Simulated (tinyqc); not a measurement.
Worked calculation: optical gain and spontaneous emission in a bulk direct-gap semiconductor. Values are carried at full precision from step to step, so a last printed digit may differ when a step is redone from the rounded ones.

F_j(eta) = (1/Gamma(j + 1)) integral_0^infinity x^j dx/(1 + exp(x - eta)), which tends to exp(eta) for eta << 0.

Quasi-Fermi levels: n = Nc F_1/2(Fc/kT) and p = Nv F_1/2(Fv/kT), Fc counted up from the conduction edge and Fv down from the valence edge; Nc, Nv from N = 2 (m kB T/(4 pi c))^(3/2) with c = hbar^2/2m0, in 1/angstrom^3; times 1e24 for 1/cm^3, with me and (mhh^(3/2) + mlh^(3/2))^(2/3).

Constants: hbar^2/2m0 = 3.80998211 eV angstrom^2; kB = 8.617333262e-05 eV/K; fine-structure constant alpha = 0.007297352564; hbar = 6.58211957e-16 eV s; hbar c = 1973.269805 eV angstrom.

Values chosen for the exercise (near those of GaAs; shifted at random, so the results belong to these values and not to a real crystal):
- me = 0.0683 m0 (electron mass)
- mhh = 0.481 m0 (heavy-hole mass)
- mlh = 0.0792 m0 (light-hole mass)
- n = 1.8e+18 1/cm^3 (injected density, n = p)
- T = 300 K
- Eg = 1.41 eV (direct gap)
- Ep = 25.8 eV (Kane energy)
- nr = 3.59 (refractive index)
- E = 1.451 eV (photon energy)

## Quasi-Fermi levels

Solve for Fc and Fv.

kT = 0.025852 eV
Nc = 4.479e+17 1/cm^3
Nv = 8.931e+18 1/cm^3
Fc = 0.0708 eV
Fv = -0.0396 eV
Fc + Fv = 0.0313 eV

The separation of the quasi-Fermi levels exceeds the gap, so photons between Eg and Eg + (Fc + Fv) see gain. The quasi-Fermi level of the electrons lies inside the band, that of the holes in the gap.

## Absorption of the empty crystal

Parabolic bands, vertical transitions, no excitons. For each hole band j: mr = me mj/(me + mj); joint density of states J_j(E) = (mr/c)^(3/2) sqrt(E - Eg)/(2 pi^2), both spins, c = hbar^2/2m0; averaged matrix element |e.p|^2 = m0 Ep/6; alpha_j(E) = 4 pi^2 alpha_f c Ep J_j/(3 nr E) in 1/angstrom (alpha_f the fine-structure constant, listed as alpha among the constants), times 1e8 for 1/cm.

Evaluate at E for heavy and light holes.

mr, J and alpha of each hole band:
```
hole   mr (m0)  J (1/(eV angstrom^3))  alpha (1/cm)
heavy  0.05981              2.017e-05        3655.9
light  0.03667              9.687e-06        1755.5
```

The heavy-hole band gives 68 % of the total, 5411 1/cm.

## Occupations and gain at E

For band j the electron sits at Ee = (E - Eg) mr/me above its edge and the hole at Eh = (E - Eg) mr/mj; fe = 1/(1 + exp((Ee - Fc)/kT)), fh = 1/(1 + exp((Eh - Fv)/kT)); gain g = sum_j alpha_j (fe + fh - 1).

Use mr and alpha from the table.

Energies, occupations and gain of each hole band:
```
hole   Ee (eV)  Eh (eV)     fe     fh  g (1/cm)
heavy   0.0359   0.0051  0.794  0.151      -200
light   0.0220   0.0190  0.869  0.094       -66
```

total gain = -266 1/cm

E - Eg = 0.0410 eV is above Fc + Fv = 0.0313 eV, so both bands give loss (Bernard-Duraffourg).

## Spontaneous emission

Spontaneous rate: R = integral of (nr E/(hbar c))^2/(pi^2 hbar) sum_j alpha_j fe fh dE, with alpha in 1/cm and (nr E/(hbar c))^2 in 1/cm^2 (1e16 per 1/angstrom^2); B = R/(n p); lifetime n/R.

Integrate over photon energy.

R = 6.29e+26 1/(cm^3 s)
B = 1.94e-10 cm^3/s
radiative lifetime = 2.86 ns

## Checks

- B at n = 1e13 1/cm^3 against the van Roosbroeck-Shockley value from alpha and ni^2 (cm^3/s): both 2.64e-10.

tinyqc: `OMP_NUM_THREADS=1 python tinyqc.py 1681036 1681037 out.jsonl`; about 0.09 s, one thread, shared Intel(R) Xeon(R) Processor @ 2.30GHz.
